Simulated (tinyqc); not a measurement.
Changing the time t: Deal-Grove kinetics of thermal oxidation of silicon. Computed by tinyqc, a small Python program. Command: `OMP_NUM_THREADS=1 python tinyqc.py 3014215 3014216 out.jsonl oxide sweep`. One thread of a shared host (Intel(R) Xeon(R) Processor @ 2.30GHz), about 0.3 s of CPU time with the checks.

Oxidant diffuses through the oxide and reacts at the interface, so that dx/dt = B/(A + 2x) for the oxide thickness x.

Inputs (values chosen for the exercise, close to those used for silicon):
```
quantity                       value    unit
prefactor B0                     817  um^2/h
activation energy E_B           1.21      eV
prefactor (B/A)0            5.47e+06    um/h
activation energy E_A           1.99      eV
temperature T                   1150       C
oxidant pressure p                 5     atm
pressure exponent m of B/A      0.74       -
initial oxide x_i                0.1      um
```

Ambient: dry oxygen. Surface: (111).

Constants: k_B = 8.617333262e-05 eV/K.

Method:
- B = B0 p exp(-E_B/(k_B T)), B/A = (B/A)0 p^m exp(-E_A/(k_B T)), p in atm; A = B/(B/A).
- Temperatures in kelvin are T(C) + 273.15.
- tau = (x_i^2 + A x_i)/B and x = (A/2) [sqrt(1 + 4 B (t + tau)/A^2) - 1], the root of x^2 + A x = B (t + tau).
- Silicon consumed is 0.44 times the oxide grown; the rate is B/(A + 2x).

One run for each value:
```
time t (h)  oxide thickness x (um)  final growth rate (um/h)  silicon consumed (um)
0.03                        0.1182                   0.57649                 0.0080
0.074                       0.1420                   0.51035                 0.0185
0.18                        0.1905                   0.41381                 0.0398
0.45                        0.2848                   0.30240                 0.0813
1.1                         0.4448                   0.20760                 0.1517
2.7                         0.7088                   0.13685                 0.2679
16                          1.7833                   0.05732                 0.7407
40                          2.8508                   0.03634                 1.2103
```

Give the missing row, time t (h) = 6.6.

Computed row:
```
time t (h)  oxide thickness x (um)  final growth rate (um/h)  silicon consumed (um)
6.6                         1.1287                   0.08874                 0.4526
```

Interpolating between the two neighbouring rows (the first column on a logarithmic scale, the others too where they are positive) misses most in silicon consumed (um), by 1.4 %. Over the rows, oxide thickness x (um) rises from 0.118 to 2.85 (exponent d ln y / d ln x 0.20 between the first rows and 0.51 between the last); final growth rate (um/h) falls from 0.576 to 0.0363 (exponent d ln y / d ln x -0.13 between the first rows and -0.50 between the last); silicon consumed (um) rises from 0.00801 to 1.21 (exponent d ln y / d ln x 0.93 between the first rows and 0.54 between the last). At the high end the exponent of oxide thickness x is 0.51, close to 0.50: the parabolic law, diffusion through the oxide. At the high end the exponent of final growth rate is -0.50, close to -0.50: parabolic growth slows as t^(-1/2). The rate B/(A + 2x) falls as the film lengthens the diffusion path.

Caution (rows 40.0): films of several micrometres crack or stress the wafer in practice, which the model ignores.
